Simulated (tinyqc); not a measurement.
Admittance spectroscopy of a deep trap: two steps of the calculation.

Schottky contact on an n-type layer with shallow donors Nd (all ionised) and a donor-like deep trap, neutral when filled and positive when empty; depletion approximation. Traps within lam of the depletion edge stay filled. The traps at xt = W - lam, where the level crosses the Fermi level, follow a slow signal and not a fast one. w = 2 pi f.

Inputs (values chosen for the exercise); material values close to those of gallium nitride: relative permittivity eps_r = 9.62; conduction-band density of states at 300 K Nc = 2.34e18 cm^-3; thermal velocity at 300 K vth = 2.6e7 cm/s; shallow donor density Nd = 5e15 cm^-3; built-in voltage Vbi = 1 V; depth of the trap below the conduction edge Et = 0.1 eV; capture cross-section sn = 2.6e-15 cm^2; trap density Nt = 3e14 cm^-3; reverse bias Vr = 0 V; signal frequency f = 1500 Hz; temperature T = 77 K.

Constants: q = 1.602176634e-19 C, kB = 1.380649e-23 J/K, eps0 = 8.8541878128e-14 F/cm where lengths are in cm. Results are converted to the units shown.

Task 1. Widths and limiting capacitances. lam = sqrt(2 eps0 eps_r (EF - ET)/(q Nd)), EF - ET = Et - (kB T/q) ln(Nc(T)/Nd), Nc(T) = Nc (T/300 K)^1.5. In the steady state at the band bending V, 2 eps0 eps_r V/q = Nd W^2 + Nt (W - lam)^2 (the second term only if W > lam). V = Vbi + Vr. C_HF = eps0 eps_r/W, C_LF = eps0 eps_r (Nd + Nt)/(Nd W + Nt xt).

Wanted: lam; W; xt; C_HF; C_LF.

Result 1.

lam = 124.4 nm
W = 454.0 nm
xt = 329.6 nm
C_HF = 18.76 nF/cm^2
C_LF = 19.06 nF/cm^2

The step is 1.57 % of C_HF.

Task 2. Admittance at the signal frequency. Emission rate en = sn vth(T) Nc(T) exp(-Et/kB T) = sn g T^2 exp(-Et/kB T), g = vth Nc/(300 K)^2, as vth goes as T^0.5 and Nc as T^1.5 (degeneracy factor 1). Inflection frequency w0 = 2 en [1 + Nt xt/(Nd W)]; C = C_HF + (C_LF - C_HF)/(1 + (w/w0)^2), G/w = (C_LF - C_HF)(w/w0)/(1 + (w/w0)^2).

W = 454.01964 nm
xt = 329.64857 nm
C_HF = 18.760705 nF/cm^2
C_LF = 19.056184 nF/cm^2

Find: en; w0/(2 pi); C; G/w.

Result 2.

en = 2970 1/s
w0/(2 pi) = 986.5 Hz
C = 18.85 nF/cm^2
G/w = 0.1357 nF/cm^2

The signal lies near the inflection, where the loss is largest.

Computed by the program tinyqc: `OMP_NUM_THREADS=1 python tinyqc.py 2050011 2050012 out.jsonl`, one thread of a shared Intel Xeon 2.30GHz, about 0.01 s for the whole run.
